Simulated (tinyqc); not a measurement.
Five-level k.p model folded onto the conduction band, step by step. Values are carried at full precision from step to step, so a last printed digit may differ when a step is redone from the rounded ones.

Second-order sums for the lowest conduction level at E: 1/m = 1 + Cm + (Ep/3)(2/E + 1/(E + Dso)) - (Ep2/3)(2/(E7 + D2 - E) + 1/(E7 - E)); g/2 = 1 + Cg - (Ep/3)(1/E - 1/(E + Dso)) - (Ep2/3)(1/(E7 - E) - 1/(E7 + D2 - E)). E is counted from the top of the valence band; E = Eg at the edge.

Constants: hbar^2/2m0 = 3.80998211 eV angstrom^2.

Values chosen for the exercise (near those of GaAs; the results hold for these values, not for the real material): Eg = 1.525 eV (gap at Gamma to the s-like level); Dso = 0.339 eV (spin-orbit splitting); Ep = 25.8 eV (Kane energy); E7 = 4.57 eV (upper Gamma7 conduction level, from the valence top); D2 = 0.15 eV (its spin-orbit splitting, Gamma8 above Gamma7); Ep2 = 5.2 eV (Kane energy to the upper levels); Cm = -0.5 (remote term in 1/m); Cg = 0 (remote term in g/2); k = 0.066 1/angstrom (wave vector along z).

## Mass and g factor term by term

Evaluate at E = Eg.

Terms:
```
level,part of 1/m,part of g
free + remote,0.5000,2.0000
Gamma8 valence,11.2787,-11.2787
Gamma7 valence,4.6137,9.2275
Gamma8 upper,-1.0850,1.0850
Gamma7 upper,-0.5692,-1.1385
```

m = 0.0679 m0
g = -0.105

The valence levels give 15.89 to 1/m and the upper levels take 1.65 away. In g the two valence terms nearly cancel when Dso is small against Eg; here Dso/Eg = 0.22 and they leave -2.051, the upper pair -0.053. This nearly cancels the free value 2, so 5 % in Ep moves g by about 0.1.

## The matrix at one k

For k along z and one spin sector the level c couples to four states. With c0 = hbar^2/2m0, P = sqrt(Ep c0), P2 = sqrt(Ep2 c0): diagonal Eg + (1 + Cm) c0 k^2 for c, and 0, -Dso, E7 + D2, E7 for lh, so, G8 up, G7 up (their own dispersion is left out); couplings of c: sqrt(2/3) P k to lh, sqrt(1/3) P k to so, sqrt(2/3) P2 k to G8 up, sqrt(1/3) P2 k to G7 up (phases chosen real).

Fill in the matrix.

H (eV), lower triangle:
```
,c,lh,so,G8 up,G7 up
c,1.53330
lh,0.53428,0
so,0.37779,0,-0.33900
G8 up,0.23986,0,0,4.72000
G7 up,0.16961,0,0,0,4.57000
```

## Exact folding onto c

Solve E = H_cc + S(E), S(E) = sum_j H_cj^2/(E - H_jj), from E = H_cc, by plain substitution and by Newton steps on E - H_cc - S(E). The weight of c in the state is Z = 1/(1 - dS/dE). The exact level is the third eigenvalue of H from below.

Iterates (eV):
```
step,substitution,Newton
0,1.53330,1.53330
1,1.76817,1.73389
2,1.73272,1.73695
3,1.73754,1.73695
4,1.73687,1.73695
5,1.73696,1.73695
6,1.73695,1.73695
7,1.73695,1.73695
```

exact level = 1.73695 eV
Z = 0.8789

Substitution multiplies the error by about dS/dE = 1 - 1/Z = -0.138 a step, so it alternates; after 7 steps it is off by 2.1e-07 eV, while Newton is within 1e-5 eV from step 2 on.

## Loewdin series

Expanding E = H_cc + S(E) about Eg in powers of k^2, with s_n = sum_j H_cj^2/(Eg - H_jj)^n: order k^2: e2 = (1 + Cm) c0 k^2 + s1; order k^4: e4 = -s2 e2; order k^6: e6 = s3 e2^2 + s2^2 e2.

Give each order and the partial sums, counted from Eg.

s1 (eV), s2 (no unit), s3 (1/eV); (1 + Cm) c0 k^2 is H_cc - Eg: 0.23630  0.17256  0.09974

e2, e4, e6 (eV): 0.24460  -0.04221  0.01325

partial sums (eV): 0.24460  0.20239  0.21564

The exact value is 0.21195 eV; the errors of the partial sums are +32.65, -9.56 and +3.69 meV.

## Checks

- Curvature of the exact level at small k against the sum for 1/m: both 14.738.

(tinyqc, `OMP_NUM_THREADS=1 python tinyqc.py 1051237 1051238 out.jsonl`, Intel(R) Xeon(R) Processor @ 2.30GHz, 1 thread, shared host, about 0.01 s.)
